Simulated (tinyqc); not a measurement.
# Worked calculation: resistance of a tapered via with liner, size effect and interface

Numbers from tinyqc (`OMP_NUM_THREADS=1 python tinyqc.py 2750024 2750025 out.jsonl`; about 0.01 s on one thread of a shared Intel Xeon 2.30GHz). Printed values are rounded.

A round via whose diameter grows from db at the bottom as D(z) = db + 2 z/tan(ang). The fill, of diameter D - 2 tl, starts above the bottom liner (thickness fb tl) and has rho = rho0 (1 + ks lam/(D - 2 tl)); the sidewall liner conducts in parallel with it. The bottom liner and the interface are crossed over the full area pi db^2/4. Spreading in the lines above and below is left out.

Parameters, values chosen for the exercise; fill metal close to copper: diameter at the bottom db = 30 nm; height hv = 84 nm; sidewall angle ang = 89 degrees; bulk resistivity of the fill rho0 = 1.65 uohm cm; mean free path of the fill lam = 39.2 nm; size-effect factor ks = 1.2; liner on the sidewall tl = 2.9 nm; liner at the bottom over that on the sidewall fb = 1; resistivity of the liner rl = 540 uohm cm; interface resistivity at the bottom ri = 6.2e-13 ohm cm^2; ballistic conductance per area, about 3/(4 rho0 lam) Sb = 1.1e15 S/m^2.

## Slices of the via

Slices between z0 = fb tl and hv, evaluated at their midpoints: conductance per length pi/4 [(D - 2 tl)^2/rho + (D^2 - (D - 2 tl)^2)/rl], slice resistance = slice height over that. 10 slices.

```
slice   z (nm)   D (nm)  rho (uohm cm)  slice resistance (ohm)
0        6.955  30.2428        4.82541                0.830058
1      15.0650  30.5259        4.78905                0.805122
2      23.1750  30.8090        4.75352                0.781228
3      31.2850  31.0922        4.71878                0.758320
4      39.3950  31.3753        4.68480                0.736348
5      47.5050  31.6584        4.65158                0.715262
6      55.6150  31.9415        4.61907                0.695018
7      63.7250  32.2246        4.58726                0.675573
8      71.8350  32.5078        4.55612                0.656886
9      79.9450  32.7909        4.52564                0.638921
```

## Total resistance

R_fill = sum of the slices; R_bottom = rl fb tl/(pi db^2/4); R_interface = ri/(pi db^2/4); ballistic (Sharvin) limit 1/(Sb pi (db - 2 tl)^2/4); ideal cylinder rho0 hv/(pi db^2/4).

parts (ohm): fill 7.29274, bottom liner 22.1544, interface 0.0877121
R = 29.5348 ohm
shares (%): fill 24.6920, bottom liner 75.0110, interface 0.2970
ballistic limit = 1.97645 ohm
ideal cylinder = 1.96079 ohm

The bottom liner is the largest part, and R is 15.1 times the ideal cylinder. With 2000 slices R = 29.535 ohm.
